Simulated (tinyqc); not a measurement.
Comparisons within one model: round or elliptic silicon nanowire with anisotropic valleys (Ritz method). A value that a table varies takes the place of the one given here.

Wire along x = [100] on a (001) wafer, y = [010], z = [001]. Valley groups, two valleys each (w = inverse masses): A, axis along z: w_y = 1/mt, w_z = 1/ml, m_x = mt; B, axis along y: w_y = 1/ml, w_z = 1/mt, m_x = mt; C, axis along x: w_y = w_z = 1/mt, m_x = ml.

Hard wall on the ellipse (y/a)^2 + (z/b)^2 = 1, c = hbar^2/2m0. With u = y/a, v = z/b the operator is -c [(w_y/a^2) d2/du2 + (w_z/b^2) d2/dv2] on the unit disc. Basis (1 - u^2 - v^2) u^i v^j; S, X and Y are the disc integrals of f f', (df/du)(df'/du) and (df/dv)(df'/dv), from the integral of u^p v^q = 2 Gamma((p+1)/2) Gamma((q+1)/2)/((p + q + 2) Gamma((p+q+2)/2)) for even p, q; H = c (w_y X/a^2 + w_z Y/b^2).

Converged values use 21 functions of each parity class (e or o in u, then in v).

Constants: hbar^2/2m0 = 3.80998211 eV angstrom^2.

Inputs chosen for the exercise (near those of a Si nanowire; the results hold for these values, not for the real material): ml = 0.901 m0 (longitudinal mass); mt = 0.189 m0 (transverse mass); a = 26 angstrom (semi-axis along y); b = 26 angstrom (semi-axis along z); asp = (0.4, 0.6, 0.8, 1, 1.3, 1.8, 2.5) (ratios a/b); area = 21.2 nm^2 (cross-section, kept fixed); hw = 3 (height over mean width).

## Size of the basis

Lowest level of each group with 1, 3, 6 and 21 even functions.

Levels (meV):

| functions | A | B | C |
|---|---|---|---|
| 1 | 108.23 | 108.23 | 178.92 |
| 3 | 102.66 | 102.66 | 172.49 |
| 6 | 102.57 | 102.57 | 172.46 |
| 21 | 102.57 | 102.57 | 172.46 |

One function errs by 5.5 % for A, 5.5 % for B and 3.7 % for C, six by 0.00057, 0.00057 and 2.9e-05 meV. The error grows with the axis ratio of the stretched ellipse (2.18, 2.18, 1.00); for a circle it is 6/5.783 - 1 = 3.7 %.

## Flattening the wire at fixed area

a = sqrt(area x ratio/pi), b = a/ratio, 1 nm^2 = 100 angstrom^2; lowest level of each group.

Levels (eV):

| a/b | a (angstrom) | b (angstrom) | A | B | C |
|---|---|---|---|---|---|
| 0.4 | 16.4 | 41.1 | 0.2080 | 0.0798 | 0.2447 |
| 0.6 | 20.1 | 33.5 | 0.1481 | 0.0819 | 0.1944 |
| 0.8 | 23.2 | 29.0 | 0.1191 | 0.0910 | 0.1768 |
| 1.0 | 26.0 | 26.0 | 0.1027 | 0.1027 | 0.1728 |
| 1.3 | 29.6 | 22.8 | 0.0893 | 0.1225 | 0.1784 |
| 1.8 | 34.9 | 19.4 | 0.0805 | 0.1575 | 0.2015 |
| 2.5 | 41.1 | 16.4 | 0.0798 | 0.2080 | 0.2447 |

Each group is lowest where its stretched ellipse is a circle, at a/b = sqrt(w_y/w_z): 2.18 for A, 0.46 for B and 1.00 for C. The lowest group is B in the first row and A in the last, A and B crossing at a/b = 1 by symmetry; B - A is -128 meV in the first row and +128 meV in the last.

## Shape of the cross-section

Equal area, hard walls, lowest level of -c (w_y d2/dy2 + w_z d2/dz2), c = hbar^2/2m0. Rectangle W x H with H/W = hw; ellipse with b/a = hw; trapezoid of height H, base W/0.8 and top 0.6 of the base; isosceles triangle of height H and base 2W. Ellipse, trapezoid and triangle by converged Ritz bases; 1 nm^2 = 100 angstrom^2.

Levels:

| shape | A (eV) | B (eV) | B - A (meV) |
|---|---|---|---|
| rectangle | 0.2881 | 0.0903 | -197.8 |
| ellipse | 0.2444 | 0.0829 | -161.5 |
| trapezoid | 0.2439 | 0.0913 | -152.5 |
| triangle | 0.1469 | 0.1007 | -46.3 |

W = 26.6 angstrom
H = 79.7 angstrom

For group A the order is triangle, trapezoid, ellipse, rectangle, spanning 96 %. For group B the order is ellipse, rectangle, trapezoid, triangle, spanning 21 %. The ellipse lies below the rectangle for both groups, since corners hold little of the wave function. The triangle is lowest for A, whose light mass lies across the width and gains from the wide base. The spacing B - A of the valley groups runs from -198 to -46 meV.

## What each parameter does

Lowest level of groups A and B. Each row changes one parameter from the base and keeps the others.

Results:

| case | A (eV) | B (eV) | B - A (meV) |
|---|---|---|---|
| base | 0.1026 | 0.1026 | 0.0 |
| a = 24 angstrom | 0.1169 | 0.1060 | -10.9 |
| b = 29 angstrom | 0.0986 | 0.0863 | -12.3 |
| ml = 1.009 m0 | 0.1004 | 0.1004 | 0.0 |
| mt = 0.17 m0 | 0.1118 | 0.1118 | 0.0 |

The largest shifts from the base row, up to three for each result and ties (the steps differ in size, so this ranks the rows, not the parameters). A (eV): a +0.0143, mt +0.0092, b -0.0040. B (eV): b -0.0163, mt +0.0092, a +0.0034. B - A (meV): b -12.3, a -10.9; unchanged at the printed digits by ml and mt.

tinyqc: `OMP_NUM_THREADS=1 python tinyqc.py 1251113 1251114 out.jsonl`; about 0.05 s, one thread, shared Intel(R) Xeon(R) Processor @ 2.30GHz.
